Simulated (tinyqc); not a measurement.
Double quantum well by finite differences, step by step. Values are carried at full precision from step to step, so a last printed digit may differ when a step is redone from the rounded ones.

Finite differences on points z_i at the centres of cells of width h: H_ii = (c/h^2)(1/m_(i-1/2) + 1/m_(i+1/2)) + V_i, H_(i,i+1) = -(c/h^2)/m_(i+1/2), where m_(i+1/2) is the mean of the masses at the two points (the end values are repeated outwards), psi = 0 on the points beyond both ends, c = hbar^2/2m0. The field adds e F (z - z0) with z0 the middle of the structure; 1 kV/cm = 1e-5 eV/angstrom.

Constants: hbar^2/2m0 = 3.80998211 eV angstrom^2.

Inputs chosen for the exercise (near those of a GaAs well in AlGaAs; shifted at random, so the results belong to these values and not to a real crystal): layers = ((63, 0.259, 0.0936), (63, 0, 0.0651), (42, 0.259, 0.0936), (63, 0, 0.0651), (63, 0.259, 0.0936)) (each layer: thickness in angstrom, band edge in eV, mass in m0); F = 0 kV/cm (field along z); h = 21 angstrom (cell width of the coarse grid); hf = 1.3125 angstrom (cell width of the fine grid).

## The coarse grid

List the points, the potential with the field, and the masses.

Grid:

| i | z (angstrom) | V (eV) | m (m0) |
|---|---|---|---|
| 1 | 10.5 | 0.2590 | 0.0936 |
| 2 | 31.5 | 0.2590 | 0.0936 |
| 3 | 52.5 | 0.2590 | 0.0936 |
| 4 | 73.5 | 0.0000 | 0.0651 |
| 5 | 94.5 | 0.0000 | 0.0651 |
| 6 | 115.5 | 0.0000 | 0.0651 |
| 7 | 136.5 | 0.2590 | 0.0936 |
| 8 | 157.5 | 0.2590 | 0.0936 |
| 9 | 178.5 | 0.0000 | 0.0651 |
| 10 | 199.5 | 0.0000 | 0.0651 |
| 11 | 220.5 | 0.0000 | 0.0651 |
| 12 | 241.5 | 0.2590 | 0.0936 |
| 13 | 262.5 | 0.2590 | 0.0936 |
| 14 | 283.5 | 0.2590 | 0.0936 |

## The tridiagonal Hamiltonian

Form the diagonal and the neighbouring elements; V in the grid already includes the field.

diagonal H_ii (eV): 0.4436  0.4436  0.4602  0.2416  0.2654  0.2416  0.4602  0.4602  0.2416  0.2654  0.2416  0.4602  0.4436  0.4436

H_(i,i+1) (eV): -0.0923  -0.0923  -0.1089  -0.1327  -0.1327  -0.1089  -0.0923  -0.1089  -0.1327  -0.1327  -0.1089  -0.0923  -0.0923

## Lowest levels on the coarse grid

Diagonalise the symmetric tridiagonal matrix; give the three lowest levels and the weights u_i^2 (sum 1) of the two lowest.

levels (eV): 0.0468  0.0505  0.1845

weights on the points:
```
             1      2      3      4      5      6      7      8      9     10     11     12
level 1  0.000  0.001  0.010  0.131  0.201  0.142  0.016  0.016  0.142  0.201  0.131  0.010
level 2  0.000  0.001  0.011  0.143  0.208  0.131  0.006  0.006  0.131  0.208  0.143  0.011

            13     14
level 1  0.001  0.000
level 2  0.001  0.000
```

## Halving the cell width

The same with h, h/2, ..., h/32. The end points move with h, since psi vanishes half a cell beyond the structure. Richardson value (4 E(h/32) - E(h/16))/3.

Convergence:

| cell (angstrom) | points | E1 (eV) | E2 (eV) | E1 - finest (meV) |
|---|---|---|---|---|
| 21.0000 | 14 | 0.04678 | 0.05049 | -9.964 |
| 10.5000 | 28 | 0.05382 | 0.05742 | -2.927 |
| 5.2500 | 56 | 0.05599 | 0.05954 | -0.757 |
| 2.6250 | 112 | 0.05656 | 0.06010 | -0.183 |
| 1.3125 | 224 | 0.05671 | 0.06025 | -0.037 |
| 0.6562 | 448 | 0.05675 | 0.06028 | 0.000 |

Richardson values of E1, E2 (eV): 0.05676  0.06029

The coarse grid is 10.0 meV too low in E1. The last differences between rows shrink by a factor 4.0 (4 for a pure h^2 error, 2 for one linear in h).

## Positions and dipoles on the fine grid

With h sum psi^2 = 1: <z - z0> of three levels, |z_12| and |z_13|, the mass m1 from 1/m1 = <1|1/m|1>, and f_1j = (m1/c)(E_j - E_1) z_1j^2.

levels (eV): 0.0567  0.0602  0.2102

<z - z0> (angstrom): 0.0  0.0  0.0

|z_12|, |z_13| (angstrom): 52.49  0.00

m1 = 0.0670 m0

f_12, f_13: 0.171  0.000

The structure is symmetric and there is no field, so z_13 vanishes by parity. E2 - E1 = 3.5 meV, a wavelength of 350.7 micrometre (hc = 1239.841984 eV nm).

## Checks

- E1 at zero field on the grid h/32 against transfer matrices between the same hard ends, eV: 0.0567 against 0.0568.

Run: tinyqc, `OMP_NUM_THREADS=1 python tinyqc.py 1251987 1251988 out.jsonl`; Intel(R) Xeon(R) Processor @ 2.30GHz, one thread, shared host; about 0.01 s of CPU time with all checks.
